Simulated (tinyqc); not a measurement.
Inside a calculation: Stoner model of a band ferromagnet. Values are carried at full precision from step to step, so a last printed digit may differ when a step is redone from the rounded ones.

Density of states per atom and spin: flat with a rise to the top, D(e) = (M/W) [1 - sp + 4 sp (e/W + 1/2)^3]. Levels e -/+ I m/2 for up and down spin, m = n_up - n_down, n_up + n_down = nd. At zero temperature e(N) is the energy below which N states lie, and E(m) = sum over spins of integral e D de - I m^2/4.

Values chosen for the exercise:

| symbol | value | unit | meaning |
|---|---|---|---|
| W | 4.3 | eV | band width, e from -W/2 to W/2 |
| M | 5 |  | states per atom and spin |
| nd | 8.18 |  | electrons per atom |
| sp | 0.68 |  | shape parameter |
| I | 0.54 | eV | Stoner parameter |

## The paramagnetic state and the Stoner criterion

Find EF from nd/2 states per spin, D(EF) and the product I D(EF); below 1 the susceptibility is enhanced by 1/(1 - I D).

EF = 1.8690 eV
D(EF) = 2.9544 1/eV
I D(EF) = 1.5954

The paramagnet is unstable.

## Energy against moment

Tabulate the splitting that the band needs, e(n_up) - e(n_down), against I m, and E(m) - E(0), at nine moments up to saturation m_max = min(nd, 2M - nd).

Energy curve:

| m | e(n_up) (eV) | e(n_down) (eV) | difference (eV) | I m (eV) | E - E(0) (meV) |
|---|---|---|---|---|---|
| 0.000 | 1.8690 | 1.8690 | 0.0000 | 0.0000 | 0.0 |
| 0.228 | 1.9070 | 1.8300 | 0.0770 | 0.1229 | -2.6 |
| 0.455 | 1.9441 | 1.7900 | 0.1542 | 0.2457 | -10.4 |
| 0.682 | 1.9804 | 1.7489 | 0.2315 | 0.3685 | -23.4 |
| 0.910 | 2.0158 | 1.7066 | 0.3092 | 0.4914 | -41.6 |
| 1.137 | 2.0504 | 1.6631 | 0.3873 | 0.6142 | -64.9 |
| 1.365 | 2.0843 | 1.6183 | 0.4660 | 0.7371 | -93.2 |
| 1.593 | 2.1175 | 1.5721 | 0.5454 | 0.8599 | -126.5 |
| 1.820 | 2.1500 | 1.5244 | 0.6256 | 0.9828 | -164.7 |

dE/dm is half of (difference - I m), so E falls wherever I m exceeds the difference.

## The ground state

Take the lowest of E(0), the stationary points e(n_up) - e(n_down) = I m, and saturation.

m = 1.820 muB
exchange splitting I m = 0.983 eV
E - E(0) = -164.7 meV

n_up, n_down: 5.000  3.180

The moment is saturated (a strong ferromagnet): the majority band is full.

## Checks

- States in the band over M against 1: both 1.000000.

(tinyqc, `OMP_NUM_THREADS=1 python tinyqc.py 1681553 1681554 out.jsonl`, Intel(R) Xeon(R) Processor @ 2.30GHz, 1 thread, shared host, about 0.3 s.)
